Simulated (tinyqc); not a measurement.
Hueckel theory of the pi electrons with the omega technique, for the molecule O=c1cccc(F)cc1 (SMILES; centres numbered as the heavy atoms are written), step by step. One step of it, computed by the program tinyqc.

Question. Omega technique, round 2. h_r = h_r(0) + omega q_r, omega = 1.4, with q_r = z_r - P_rr; 0.3 of the old diagonal is kept.

Hueckel matrix in units of beta (H = alpha + beta A):
```
          1O        2C        3C        4C        5C        6C        7F        8C
1O  0.990000  1.000000  0.000000  0.000000  0.000000  0.000000  0.000000  0.000000
2C  1.000000  0.000000  1.000000  0.000000  0.000000  0.000000  0.000000  0.000000
3C  0.000000  1.000000  0.000000  1.000000  0.000000  0.000000  0.000000  0.000000
4C  0.000000  0.000000  1.000000  0.000000  1.000000  0.000000  0.000000  0.000000
5C  0.000000  0.000000  0.000000  1.000000  0.000000  1.000000  0.000000  0.000000
6C  0.000000  0.000000  0.000000  0.000000  1.000000  0.000000  0.680000  1.000000
7F  0.000000  0.000000  0.000000  0.000000  0.000000  0.680000  3.380000  0.000000
8C  0.000000  0.000000  0.000000  0.000000  0.000000  1.000000  0.000000  0.000000
9C  0.000000  1.000000  0.000000  0.000000  0.000000  0.000000  0.000000  1.000000

          9C
1O  0.000000
2C  1.000000
3C  0.000000
4C  0.000000
5C  0.000000
6C  0.000000
7F  0.000000
8C  1.000000
9C  0.000000
```

charge and bond-order matrix P:
```
           1O         2C         3C         4C         5C         6C         7F         8C
1O   1.411672   0.716434  -0.191089  -0.283369   0.214257   0.200612  -0.035666  -0.281621
2C   0.716434   0.960376   0.473252   0.068589  -0.124935  -0.120472   0.024536   0.065611
3C  -0.191089   0.473252   0.932673   0.747028   0.054877  -0.312139   0.062533  -0.125349
4C  -0.283369   0.068589   0.747028   0.956324   0.560562   0.071776  -0.027477  -0.144017
5C   0.214257  -0.124935   0.054877   0.560562   0.952724   0.711180  -0.104324   0.079883
6C   0.200612  -0.120472  -0.312139   0.071776   0.711180   0.927598   0.163285   0.547358
7F  -0.035666   0.024536   0.062533  -0.027477  -0.104324   0.163285   1.974621  -0.071951
8C  -0.281621   0.065611  -0.125349  -0.144017   0.079883   0.547358  -0.071951   0.954283
9C  -0.183580   0.470586   0.238471  -0.119001  -0.309785   0.073331  -0.029197   0.752783

           9C
1O  -0.183580
2C   0.470586
3C   0.238471
4C  -0.119001
5C  -0.309785
6C   0.073331
7F  -0.029197
8C   0.752783
9C   0.929729
```

Centres:

| centre | z_r, pi electrons of the neutral centre | h |
|---|---|---|
| 1O | 1 | 0.990000 |
| 2C | 1 | 0.000000 |
| 3C | 1 | 0.000000 |
| 4C | 1 | 0.000000 |
| 5C | 1 | 0.000000 |
| 6C | 1 | 0.000000 |
| 7F | 2 | 3.380000 |
| 8C | 1 | 0.000000 |
| 9C | 1 | 0.000000 |

Give: matrix after round 2.

Answer.

matrix after round 2:
```
       1O     2C     3C     4C     5C     6C     7F     8C
1O  0.370  1.000  0.000  0.000  0.000  0.000  0.000  0.000
2C  1.000  0.087  1.000  0.000  0.000  0.000  0.000  0.000
3C  0.000  1.000  0.084  1.000  0.000  0.000  0.000  0.000
4C  0.000  0.000  1.000  0.075  1.000  0.000  0.000  0.000
5C  0.000  0.000  0.000  1.000  0.068  1.000  0.000  0.000
6C  0.000  0.000  0.000  0.000  1.000  0.108  0.680  1.000
7F  0.000  0.000  0.000  0.000  0.000  0.680  3.413  0.000
8C  0.000  0.000  0.000  0.000  0.000  1.000  0.000  0.074
9C  0.000  1.000  0.000  0.000  0.000  0.000  0.000  1.000

       9C
1O  0.000
2C  1.000
3C  0.000
4C  0.000
5C  0.000
6C  0.000
7F  0.000
8C  1.000
9C  0.091
```
